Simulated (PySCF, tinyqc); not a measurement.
Inside a calculation. Method: RHF in the sto-3g basis, for H4, spin multiplicity 1. The lowest restricted solution is unstable here: a spin-polarised one lies 0.1156 hartree lower (PySCF). One step of it, computed by the program tinyqc.

Problem. Iteration 2: DIIS coefficients. Solve [B -1; -1 0][c; lambda] = [0; -1] for the coefficients, which sum to one.

B (overlaps of the stored error matrices):
```
                1               2
1   6.7072270e-01  -3.0267648e-01
2  -3.0267648e-01   1.3949855e-01
```

Give: DIIS coefficients.

Solution.

DIIS coefficients: 0.312  0.688
